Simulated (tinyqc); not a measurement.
Six-band hole subbands of a thin body in a field, step by step. Values are carried at full precision from step to step, so a last printed digit may differ when a step is redone from the rounded ones.

Constants: hbar^2/2m0 = 3.80998211 eV angstrom^2.

Values chosen for the exercise (near those of a p-type Ge channel; shifted at random, so the results belong to these values and not to a real crystal): S = (9.64, -2.63, 15.18) 1/TPa (compliances s11, s12, s44); sx = -1 GPa (stress along the channel [1-10], negative in compression); b = -2.57 eV (tetragonal potential); d = -5.22 eV (trigonal potential); g1 = 13.32 (Luttinger gamma1); g2 = 4.26 (gamma2); g3 = 5.68 (gamma3); face = 111 (surface); Dso = 0.288 eV (spin-orbit splitting); t = 50 angstrom (body thickness); F = 0.5 MV/cm (field across the body); kmax = 0.06 1/angstrom (end of the path).

## Strain and its block

exx = eyy = (s11 + s12) sx/2, ezz = s12 sx, exy = -s44 sx/4 (1 GPa/TPa = 1e-3). With e0 the traceless part, B_XX = 2b e0xx - b (e0yy + e0zz) and B_XY = sqrt(3) d exy.

strain:
```
           x          y         z
x  -0.003505   0.003795         0
y   0.003795  -0.003505         0
z          0          0  0.002630
```

B (eV):
```
          X         Y         Z
X   0.01577  -0.03431         0
Y  -0.03431   0.01577         0
Z         0         0  -0.03153
```

## Confinement masses without spin-orbit coupling

C(n n^T)/c has C_XX = (g1 + 4 g2) nx^2 + (g1 - 2 g2)(ny^2 + nz^2) and C_XY = 6 g3 nx ny, n the unit normal; its eigenvalues are the inverse masses along n.

C(n n^T)/c:
```
         X        Y        Z
X  13.3200  11.3600  11.3600
Y  11.3600  13.3200  11.3600
Z  11.3600  11.3600  13.3200
```

masses (m0): 0.5102  0.5102  0.0277

## The matrix for one sine at q = 0

Basis X, Y, Z times spin, hole energies counted downwards from the unstrained edge (the hydrostatic shift is left out), c = hbar^2/2m0. For a symmetric tensor T let C(T) have C_XX = L Txx + M (Tyy + Tzz), C_XY = N Txy (cyclic), L = c (g1 + 4 g2), M = c (g1 - 2 g2), N = 6 c g3. k = q + kz n, n the unit normal, q = k1 u + k2 v with u along the channel [1-10] and v = n x u. H = C(k k^T) + (Dso/3)(1 - L.sigma) - B + e F z with (L_k)_ij = -i epsilon_kij; B is the block C built from the traceless strain with 2b, -b and sqrt(3) d in place of L, M, N. Strain: exx = eyy = (s11 + s12) sx/2, ezz = s12 sx, exy = -s44 sx/4. Hard walls at z = 0 and t; basis sin(j pi z/t), j = 1 to Nz: kz^2 = (j pi/t)^2, kz = -i D with D_jl = 4 j l/(t (j^2 - l^2)), z_jj = t/2 and z_jl = -8 t j l/(pi (j^2 - l^2))^2 for j + l odd; 1 MV/cm = 0.01 eV/angstrom.

Nz = 1, in meV.

H (meV):
```
               X+             Y+      Z+             X-             Y-      Z-
X+         405.58  205.18+96.00i  170.87              0              0  -96.00
Y+  205.18-96.00i         405.58  170.87              0              0  96.00i
Z+         170.87         170.87  452.88          96.00        -96.00i       0
X-              0              0   96.00         405.58  205.18-96.00i  170.87
Y-              0              0  96.00i  205.18+96.00i         405.58  170.87
Z-         -96.00        -96.00i       0         170.87         170.87  452.88
```

## Its levels

Diagonalise; the levels come in pairs. Give each pair and its weights on X, Y, Z, summed over spin and averaged over the pair.

levels (meV): 134.36  305.78  823.90

weights:
```
   pair 1  pair 2  pair 3
X   0.406   0.267   0.327
Y   0.406   0.267   0.327
Z   0.188   0.466   0.346
```

## More sines

The four lowest pairs at q = 0.

Hole energies (meV):

| Nz | pair 1 | pair 2 | pair 3 | pair 4 |
|---|---|---|---|---|
| 1 | 134.36 | 305.78 | 823.90 | - |
| 2 | 115.62 | 242.38 | 290.94 | 436.68 |
| 4 | 114.06 | 228.05 | 289.96 | 375.47 |
| 8 | 114.05 | 227.99 | 289.95 | 375.20 |
| 16 | 114.05 | 227.99 | 289.95 | 375.20 |

One sine is 20.31 meV off in the top subband, since the field mixes the sines. The second pair lies 113.9 meV deeper.

## Dispersion of the top subband

Nz = 14; the two lowest levels (spin-split where the field breaks inversion), in meV from their value at q = 0.

Energies (meV):

| \|q\| (1/angstrom) | u a | u b | v a | v b |
|---|---|---|---|---|
| 0.015 | 15.49 | 18.11 | 6.12 | 8.96 |
| 0.030 | 55.96 | 58.40 | 20.32 | 27.49 |
| 0.045 | 88.42 | 107.25 | 34.55 | 44.50 |
| 0.060 | 114.63 | 141.57 | 47.95 | 57.82 |

From the mean of each pair in the first row, c q^2/E gives 0.05 m0 along u and 0.11 m0 along v. The largest distance between a and b in the table is 26.94 meV. These masses hold for the first row only: the band bends further out.

## Checks

- Top level at q = 0 on (001) without field and stress against c (g1 - 2 g2)(pi/t)^2, eV: both 0.07220.
- Hermiticity, and E(q) against E(-q): they agree to 1e-10 or better.

tinyqc: `OMP_NUM_THREADS=1 python tinyqc.py 1282256 1282257 out.jsonl`; about 0.4 s, one thread, shared Intel(R) Xeon(R) Processor @ 2.30GHz.
